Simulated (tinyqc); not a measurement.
Inside a calculation. Model: molecular dynamics of a small cluster by velocity Verlet steps. Computed by tinyqc, a small Python program that keeps every step. Command: `OMP_NUM_THREADS=1 python tinyqc.py 3005717 3005718 out.jsonl verlet walk`. One thread of a shared host (Intel(R) Xeon(R) Processor @ 2.30GHz), about 0.1 s of CPU time with the checks. Intermediate numbers are printed to about 7 digits and carried at full precision; extremes and crossings named in words are read from the listed rows.

E = sum_i {sum_j A exp(-p (r_ij/r0 - 1)) - xi sqrt(rho_i)}, rho_i = sum_j exp(-2 q (r_ij/r0 - 1)); the force on i is -sum_j w_ij (R_i - R_j)/r_ij with w_ij = -(2p/r0) A exp(-p (r_ij/r0 - 1)) + (xi q/r0) exp(-2 q (r_ij/r0 - 1)) (rho_i^(-1/2) + rho_j^(-1/2)).

Inputs (values chosen for the exercise, for model atoms):
```
quantity       value      unit
length r0       2.92  angstrom
repulsion A     0.14        eV
hopping xi       1.6        eV
decay p         10.1         -
decay q         3.07         -
atomic mass M   53.1         u
time step dt     4.6        fs
steps            200         -
```

Potential: Gupta. Thermostat: none.

starting positions (angstrom):
```
           x     y      z
atom 1  0.01     0  -0.04
atom 2  2.73  0.01  -0.02
atom 3  1.38  2.32      0
atom 4  1.34  0.79   2.17
atom 5  1.38  0.68  -2.21
```

starting velocities (angstrom/fs):
```
               x         y         z
atom 1  -0.00062   0.00348   0.00182
atom 2   -0.0007   -0.0035   0.00101
atom 3  -0.00193  -0.00151    -0.001
atom 4   0.00105  -0.00106  -0.00069
atom 5    0.0022   0.00259  -0.00113
```

Constants: 1 eV/(angstrom u) = 9.648533212e-03 angstrom/fs^2; k_B = 8.617333262e-05 eV/K.

## State at the start

Velocity Verlet: a = c F/M with c = 9.648533212e-3 angstrom/fs^2 per eV/(angstrom u); R(new) = R + v dt + a dt^2/2; v(new) = v + (a + a(new)) dt/2. Kinetic energy K = M v^2/(2c); temperature T = 2K/((3N - 3) k_B), rotation of the cluster included.

forces (eV/angstrom):
```
                 x           y           z
atom 1   0.1980451   0.0767582   0.0997719
atom 2  -0.1897260   0.0348086   0.1078825
atom 3  -0.0301878  -0.1794429  -0.1850652
atom 4   0.0177788  -0.0765129  -0.4115067
atom 5   0.0040899   0.1443889   0.3889174
```

potential energy = -13.72400 eV

kinetic energy = 0.1433629 eV

temperature = 277.2762 K

## Step 1

The formulas are those given above.

positions after step 1 (angstrom):
```
               x          y          z
atom 1  0.007529   0.016156  -0.031436
atom 2  2.726415  -0.006033  -0.015147
atom 3  1.371064   2.312709  -0.004956
atom 4  1.344864   0.784977   2.166035
atom 5  1.390128   0.692192  -2.214450
```

new forces (eV/angstrom):
```
                 x           y           z
atom 1   0.1521783   0.0004985   0.0190173
atom 2  -0.2010774   0.0619552   0.0593060
atom 3   0.0290470  -0.1041590  -0.1832727
atom 4   0.0268201  -0.0661135  -0.3356089
atom 5  -0.0069680   0.1078188   0.4405583
```

velocities after step 1 (angstrom/fs):
```
                   x             y             z
atom 1  -0.000473634   0.003512287   0.001869645
atom 2  -0.000863325  -0.003459560   0.001079872
atom 3  -0.001930477  -0.001628523  -0.001153936
atom 4   0.001068639  -0.001119607  -0.001002236
atom 5   0.002198797   0.002695403  -0.000783344
```

total energy = -13.58069 eV

## Step 2

The formulas are those given above.

positions after step 2 (angstrom):
```
               x          y          z
atom 1  0.005643   0.032313  -0.022799
atom 2  2.722057  -0.021828  -0.010065
atom 3  1.362240   2.305018  -0.010616
atom 4  1.349831   0.779700   2.160779
atom 5  1.400229   0.704798  -2.217207
```

new forces (eV/angstrom):
```
                 x           y           z
atom 1   0.0800394  -0.0951225  -0.0590293
atom 2  -0.1942107   0.0781379   0.0106964
atom 3   0.0928339  -0.0004350  -0.1778433
atom 4   0.0373479  -0.0533241  -0.2406306
atom 5  -0.0160105   0.0707437   0.4668067
```

velocities after step 2 (angstrom/fs):
```
                   x             y             z
atom 1  -0.000376585   0.003472742   0.001852923
atom 2  -0.001028524  -0.003401012   0.001109127
atom 3  -0.001879540  -0.001672235  -0.001304854
atom 4   0.001095456  -0.001169522  -0.001243058
atom 5   0.002189194   0.002770028  -0.000404137
```

total energy = -13.58074 eV

## Fastest vibration

Relax the cluster, diagonalise the Hessian (central differences): omega_max = sqrt(c lambda_max/M). Verlet steps are stable for omega_max dt < 2.

omega_max = 0.06423010 1/fs

shortest period = 97.82306 fs

omega_max dt = 0.2954585

The step is 1/21.3 of the shortest period.

## The trajectory

Spread = largest minus smallest value. The test of the step is the spread (largest minus smallest) of the total energy over the run without thermostat, against the spread of K; the step passes below 5 %. The mean T is over the second half.

Course of the run (evenly spaced rows):
```
step  t (fs)     U (eV)     K (eV)  U + K (eV)     T (K)
0        0.0  -13.72400  0.1433629   -13.58064  277.2762
14      64.4  -13.67450  0.0938428   -13.58065  181.5000
28     128.8  -13.66683  0.0862663   -13.58057  166.8464
42     193.2  -13.69151  0.1111410   -13.58037  214.9564
56     257.6  -13.66527  0.0846606   -13.58061  163.7410
70     322.0  -13.66448  0.0841151   -13.58036  162.6859
84     386.4  -13.67619  0.0958843   -13.58031  185.4485
98     450.8  -13.68390  0.1028793   -13.58102  198.9775
112    515.2  -13.69000  0.1091808   -13.58081  211.1652
126    579.6  -13.68195  0.1015788   -13.58038  196.4622
140    644.0  -13.70975  0.1285115   -13.58124  248.5524
154    708.4  -13.69606  0.1152346   -13.58082  222.8737
168    772.8  -13.64334  0.0631551   -13.58019  122.1475
182    837.2  -13.69260  0.1118495   -13.58075  216.3265
196    901.6  -13.69949  0.1185531   -13.58094  229.2920
```

spread of the total energy = 0.001198795 eV

spread of the total over spread of K = 0.01358858

mean temperature = 193.6771 K

The total energy keeps within 1.4 % of the swings of K, so the step passes.

## Energy conservation against the time step

Runs without thermostat over the same span of time, steps x dt; spread = largest minus smallest value. For contrast, the energy gained over the first 30 dt (dt of the inputs) by explicit Euler steps: R(new) = R + v dt, v(new) = v + a dt.

Energy error (eV):
```
dt (fs)  omega_max dt  Verlet, spread of U + K  Euler, gain in U + K
0.575       0.0369323             1.791500e-05              0.015120
1.150       0.0738646             7.186728e-05              0.033112
2.300       0.1477292             2.906870e-04              0.080421
4.600       0.2954585             1.198795e-03              0.245354
9.200       0.5909169             5.457450e-03              1.007113
13.800      0.8863754             1.425378e-02              2.248816
```

The Verlet error grows as dt^2.00 between the first rows, the second order of the method. Euler steps gain energy steadily: over that short span the gain in the first row is already 840 times the Verlet spread of the whole run, and it grows as dt^1.13, tending to the first order of that method as dt shrinks.

Checks made by the program: time reversal over 50 steps (relative difference below 1e-10).
